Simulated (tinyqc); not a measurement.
# Inputs raised by 10 %, one at a time

Model: specific resistance of a metal-semiconductor contact and its transmission-line measurement. Computed by tinyqc, a small Python program. Command: `OMP_NUM_THREADS=1 python tinyqc.py 3019788 3019789 out.jsonl contact sens`. One thread of a shared host (Intel(R) Xeon(R) Processor @ 2.30GHz), about 0.02 s of CPU time with the checks.

The barrier is parabolic (depletion approximation), energies E are normal energies counted from the band edge in the neutral semiconductor (downwards for holes), and the bias is zero. xi is an input, held fixed when other inputs move.

Inputs (values chosen for the exercise, modelled on n-type GaN):
```
quantity                                           value          unit
tunnelling mass m                                   0.19           m_0
permittivity eps                                     9.7             -
Richardson constant A*                              24.8  A/(cm^2 K^2)
barrier height phi_B                                0.67            eV
doping N                                         1.3e+20        1/cm^3
Fermi level above the band edge in the bulk, xi     0.43            eV
temperature T                                        200             K
sheet resistance R_sh                                 31           ohm
contact length d                                     1.1    micrometre
contact width W                                        1    micrometre
```

Image-force lowering: included.

Constants: hbar = 1.054571817e-34 J s; eps_0 = 8.8541878128e-12 F/m; m_0 = 9.1093837015e-31 kg; k_B = 8.617333262e-05 eV/K; e = 1.602176634e-19 C.

Method:
- E_00 = (e hbar/2) sqrt(N/(eps eps_0 m)); band bending E_b = phi_B + xi; depletion width w = sqrt(2 eps eps_0 E_b/(e^2 N)). Image lowering d_phi = (e^3 N E_b/(8 pi^2 (eps eps_0)^3))^(1/4) (E_b in volts), and E_b - d_phi replaces E_b everywhere except in w.
- WKB transmission for E < E_b, with a = E/E_b: D = exp{-(E_b/E_00) [sqrt(1 - a) - a ln((1 + sqrt(1 - a))/sqrt(a))]}; D = 1 above.
- At zero bias 1/rho_c = (e A*/k_B^2) int D(E) f(E) dE, f = 1/(1 + exp((E - xi)/k_B T)); 200 Gauss-Legendre points from 0 to E_b, and k_B T ln(1 + exp((xi - E_b)/k_B T)) for the part above the barrier; the share of tunnelling is the part below.
- Transmission-line model: transfer length L_T = sqrt(rho_c/R_sh); R_c = (R_sh L_T/W) coth(d/L_T). Limits: rho_c/(W d) for d << L_T, sqrt(rho_c R_sh)/W for d >> L_T.

Runs; columns: (1) input moved; (2) from; (3) to; (4) specific contact resistance rho_c (ohm cm^2); (5) contact resistance R_c (ohm); (6) transfer length L_T (micrometre); (7) depletion width (nm):
```
(1)                                        (2)       (3)         (4)     (5)      (6)     (7)
base run                                     -         -  5.9597e-09  4.2983  0.13865  3.0119
tunnelling mass m (m_0)                   0.19     0.209  6.4990e-09  4.4885  0.14479  3.0119
permittivity eps                           9.7     10.67  7.3012e-09  4.7575  0.15347  3.1589
Richardson constant A* (A/(cm^2 K^2))     24.8     27.28  5.4179e-09  4.0982  0.13220  3.0119
barrier height phi_B (eV)                 0.67     0.737  8.0996e-09  5.0109  0.16164  3.1023
doping N (1/cm^3)                      1.3e+20  1.43e+20  5.2819e-09  4.0465  0.13053  2.8718
temperature T (K)                          200       220  5.9386e-09  4.2906  0.13841  3.0119
contact width W (micrometre)                 1       1.1  5.9597e-09  3.9075  0.13865  3.0119
```

Exponents ln(y'/y) / ln(x'/x):
```
input                   specific contact resistance rho_c  contact resistance R_c  transfer length L_T  depletion width
tunnelling mass m                                   0.909                   0.454                0.454             0.00
permittivity eps                                    2.130                   1.065                1.065             0.50
Richardson constant A*                             -1.000                  -0.500               -0.500             0.00
barrier height phi_B                                3.219                   1.609                1.609             0.31
doping N                                           -1.267                  -0.633               -0.633            -0.50
temperature T                                      -0.037                  -0.019               -0.019             0.00
contact width W                                     0.000                  -1.000                0.000             0.00
```

Among the inputs moved here: specific contact resistance rho_c answers most in size to barrier height phi_B (exponent +3.219), next to permittivity eps (+2.130); its exponent is below 0.0005 for contact width W. Its exponent -1.000 in Richardson constant A*: the supply of carriers. Contact resistance R_c answers most in size to barrier height phi_B (exponent +1.609), next to permittivity eps (+1.065). Transfer length L_T answers most in size to barrier height phi_B (exponent +1.609), next to permittivity eps (+1.065); its exponent is below 0.0005 for contact width W. depletion width answers most in size to permittivity eps (exponent +0.500), and about equally to doping N (-0.500); its exponent is below 0.0005 for tunnelling mass m, Richardson constant A*, temperature T, contact width W. Its exponent -0.500 in doping N: the depletion approximation.
